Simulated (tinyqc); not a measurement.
Electron continuity equation in a given potential, Scharfetter-Gummel discretisation: two steps of the calculation.

Steady state in one dimension: J = q mu n E + q D dn/dx with E = -dpsi/dx and D = mu Vt, dJ/dx = 0, fixed densities nL and nR at the ends. The potential is given, psi = U x/L, and is not changed by the electrons.

Parameters, values chosen for the exercise; mobility close to that of silicon at room temperature: temperature T = 300 K; electron mobility mu = 1340 cm^2/(V s); length of the region L = 6.3 um; density at x = 0 nL = 4e14 cm^-3; density at x = L nR = 2.7e15 cm^-3.

Constants: q = 1.602176634e-19 C, kB = 1.380649e-23 J/K, Vt = kB T/q. Results are converted to the units shown.

Question 1. Tridiagonal system for the inner nodes. Row i (1 to 9): B(-d_(i-1)) n_(i-1) + b_i n_i + B(d_i) n_(i+1) = f_i with b_i = -B(-d_i) - B(d_(i-1)) and f_i = 0; the known end values are moved to the right: f_1 loses B(-d_0) nL and f_9 loses B(d_9) nR. h = L/10, D = mu Vt.

| interval | B(d_i) | B(-d_i) |
|---|---|---|
| 0 | 0.82748979 | 1.1949662 |
| 1 | 0.82748979 | 1.1949662 |
| 2 | 0.82748979 | 1.1949662 |
| 3 | 0.82748979 | 1.1949662 |
| 4 | 0.82748979 | 1.1949662 |
| 5 | 0.82748979 | 1.1949662 |
| 6 | 0.82748979 | 1.1949662 |
| 7 | 0.82748979 | 1.1949662 |
| 8 | 0.82748979 | 1.1949662 |
| 9 | 0.82748979 | 1.1949662 |

Wanted: diagonal b; right side f.

Answer 1.

| node | diagonal b | right side f (cm^-3) |
|---|---|---|
| 1 | -2.022 | -4.780e14 |
| 2 | -2.022 | 0 |
| 3 | -2.022 | 0 |
| 4 | -2.022 | 0 |
| 5 | -2.022 | 0 |
| 6 | -2.022 | 0 |
| 7 | -2.022 | 0 |
| 8 | -2.022 | 0 |
| 9 | -2.022 | -2.234e15 |

Question 2. Densities and current. B(d_i) and B(-d_i) are the Bernoulli factors of the potential steps, b and f the diagonal and right side. Solve B(-d_(i-1)) n_(i-1) + b_i n_i + B(d_i) n_(i+1) = f_i (end values already in f), then J_i = (q D/h) [n_(i+1) B(d_i) - n_i B(-d_i)], h = L/10, D = mu Vt.

| interval | B(d_i) | B(-d_i) |
|---|---|---|
| 0 | 0.82748979 | 1.1949662 |
| 1 | 0.82748979 | 1.1949662 |
| 2 | 0.82748979 | 1.1949662 |
| 3 | 0.82748979 | 1.1949662 |
| 4 | 0.82748979 | 1.1949662 |
| 5 | 0.82748979 | 1.1949662 |
| 6 | 0.82748979 | 1.1949662 |
| 7 | 0.82748979 | 1.1949662 |
| 8 | 0.82748979 | 1.1949662 |
| 9 | 0.82748979 | 1.1949662 |

| node | diagonal b | right side f (cm^-3) |
|---|---|---|
| 1 | -2.0224560 | -4.7798648e14 |
| 2 | -2.0224560 | 0 |
| 3 | -2.0224560 | 0 |
| 4 | -2.0224560 | 0 |
| 5 | -2.0224560 | 0 |
| 6 | -2.0224560 | 0 |
| 7 | -2.0224560 | 0 |
| 8 | -2.0224560 | 0 |
| 9 | -2.0224560 | -2.2342224e15 |

Find: n; J.

Answer 2.

| node | n (cm^-3) |
|---|---|
| 0 | 4.000e14 |
| 1 | 4.266e14 |
| 2 | 4.649e14 |
| 3 | 5.204e14 |
| 4 | 6.004e14 |
| 5 | 7.159e14 |
| 6 | 8.828e14 |
| 7 | 1.124e15 |
| 8 | 1.472e15 |
| 9 | 1.974e15 |
| 10 | 2.700e15 |

| interval | J (A/cm^2) |
|---|---|
| 0 | -11.01 |
| 1 | -11.01 |
| 2 | -11.01 |
| 3 | -11.01 |
| 4 | -11.01 |
| 5 | -11.01 |
| 6 | -11.01 |
| 7 | -11.01 |
| 8 | -11.01 |
| 9 | -11.01 |

tinyqc, about 0.01 s, one thread, Intel Xeon 2.30GHz (shared host): `OMP_NUM_THREADS=1 python tinyqc.py 2220070 2220071 out.jsonl`
